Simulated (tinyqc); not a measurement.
Effective work function and flat-band voltage of a metal/high-k/SiO2/Si stack with a dipole layer: one step. The dipole density for a target. Three cases, with inputs chosen for the exercise.

Question. Nd = (Wt - WM - shifts) ed/(4 pi e2 qd dd); compare with a monolayer of about 7e14 sites per cm^2.
Constants: e^2/(4 pi eps0) = 14.39964547 eV angstrom.

Give: step needed; Nd; share of a monolayer.

Case 1.

Values chosen (a stack on Si capped with a lanthanum-like oxide; shifted at random, so the results belong to these values and not to a real crystal): Wt = 4.25 eV (target work function); WM = 5.02 eV (work function of the metal on the high-k layer); qd = 0.39 e (charge of a dipole); dd = 2 angstrom (its length); ed = 8.3 (dielectric constant in the dipole layer).

shifts from the two charges (V): -0.004842  -0.005156

Answer.

step needed = -0.7600 eV
Nd = -4.47e+14 cm^-2
share of a monolayer = 63.8 %

The sign suits this cap; at this coverage dipoles depolarise each other, and the linear law overstates the step.

Case 2.

Values chosen (a stack on Si capped with a lanthanum-like oxide; shifted at random, so the results belong to these values and not to a real crystal): Wt = 5.07 eV (target work function); WM = 4.73 eV (work function of the metal on the high-k layer); qd = 0.36 e (charge of a dipole); dd = 1.8 angstrom (its length); ed = 11.2 (dielectric constant in the dipole layer).

shifts from the two charges (V): -0.035394  -0.002677

Answer.

step needed = 0.3781 eV
Nd = 3.61e+14 cm^-2
share of a monolayer = 51.6 %

The sign is opposite to what this cap gives, so another cap or metal is needed; at this coverage dipoles depolarise each other, and the linear law overstates the step.

Case 3.

Values chosen (a stack on Si capped with an yttrium-like oxide; shifted at random, so the results belong to these values and not to a real crystal): Wt = 5.11 eV (target work function); WM = 4.56 eV (work function of the metal on the high-k layer); qd = 0.22 e (charge of a dipole); dd = 2.4 angstrom (its length); ed = 7.7 (dielectric constant in the dipole layer).

shifts from the two charges (V): 0.002851  -0.005785

Answer.

step needed = 0.5529 eV
Nd = 4.46e+14 cm^-2
share of a monolayer = 63.7 %

The sign is opposite to what this cap gives, so another cap or metal is needed; at this coverage dipoles depolarise each other, and the linear law overstates the step.

Computed by tinyqc, one run a case: `OMP_NUM_THREADS=1 python tinyqc.py N N+1 out.jsonl` with N = 1850844, 1850872, 1850920; one thread of a shared Intel(R) Xeon(R) Processor @ 2.30GHz, about 0.01 s a run at most.
